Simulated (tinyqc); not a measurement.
## Mobility and threshold from two currents

Question. In the linear region I = mu Cox (W/L) [(Vgs - VT) Vds - m Vds^2/2], Cox = eps0 eox/tox. Find mu and VT.

Parameters, values chosen for the exercise: relative permittivity of the gate insulator eox = 24.5; insulator thickness tox = 26 nm; gate width W = 2 um; gate length L = 0.5 um.

Constants: eps0 = 8.8541878128e-14 F/cm where lengths are in cm. Results are converted to the units shown.

I at Vgs = 0.84 and 1.34 V, Vds = 0.05 V (uA): [7.5250372, 17.537080]
m = 1.0208688

Answer. The slope dI/dVgs is mu Cox (W/L) Vds; the line meets zero current at VT + m Vds/2.

mu = 120 cm^2/(V s)
VT = 0.439 V

Computed by the program tinyqc: `OMP_NUM_THREADS=1 python tinyqc.py 2360029 2360030 out.jsonl`, one thread of a shared Intel Xeon 2.30GHz, about 0.03 s for the whole run.
